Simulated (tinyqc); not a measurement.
Band folding and unfolding in a supercell of a chain, step by step. Values are carried at full precision from step to step, so a last printed digit may differ when a step is redone from the rounded ones.

A chain with hopping -t and n = 2 sites a supercell. H(K) has v_j on the diagonal, -t between neighbours and -t exp(2 pi i K) on the bond that closes the cell (from the last site to the first of the next cell). The point K holds the n wave vectors k_m = (K + m)/n of the primitive zone, in 2 pi/a, m = 0 to n - 1, with E0 = -2t cos(2 pi k_m). The unfolding weight of a state c on k_m is |sum_j c_j exp(-2 pi i k_m j)|^2/n, j = 0 to n - 1.

Inputs chosen for the exercise:
```
symbol  value      unit        meaning
t       1.68       eV          hopping
v       (2.05, 0)  eV          site energies in the supercell
Kq      0.25       2 pi/(n a)  wave vector in the small zone
```

## Folded levels and Fourier components

List k_m and E0; V_q = (1/n) sum_j v_j exp(-2 pi i q j/n) couples k_m to k_(m+q).

Folded band:
```
m  k_m (2 pi/a)  E0 (eV)
0        0.1250  -2.3759
1        0.6250   2.3759
```

V_0, V_1, ... (eV): 1.0250  1.0250

## Supercell Hamiltonian

Fill in H(K).

H (eV):
```
                 1                2
1           2.0500  -1.6800+1.6800i
2  -1.6800-1.6800i                0
```

## Levels and unfolding weights

Diagonalise and project each state on the k_m.

levels (eV): -1.5626  3.6126

weights:
```
     level 1  level 2
m=0    0.959    0.041
m=1    0.041    0.959
```

Every state keeps 95.9 % on one k; rows and columns each add to one.

## Moments of the spectral function

For each k_m: mean sum_i W E_i and variance sum_i W E_i^2 less the mean squared. The mean must be E0 plus the average of v, and the variance that of v.

Moments:
```
m  mean (eV)  variance (eV^2)
0     -1.351            1.051
1      3.401            1.051
```

The average of v is 1.0250 eV and its variance 1.0506 eV^2: the virtual crystal gives the mean, and the variance is the spread of weight over several levels that it leaves out.

## Checks

- Variance of the spectral function against the variance of v: they agree to 1e-10 or better.
- Levels for v = 0 against the folded band: they agree to 1e-10 or better.

tinyqc: `OMP_NUM_THREADS=1 python tinyqc.py 1450760 1450761 out.jsonl`; about 0.01 s, one thread, shared Intel(R) Xeon(R) Processor @ 2.30GHz.
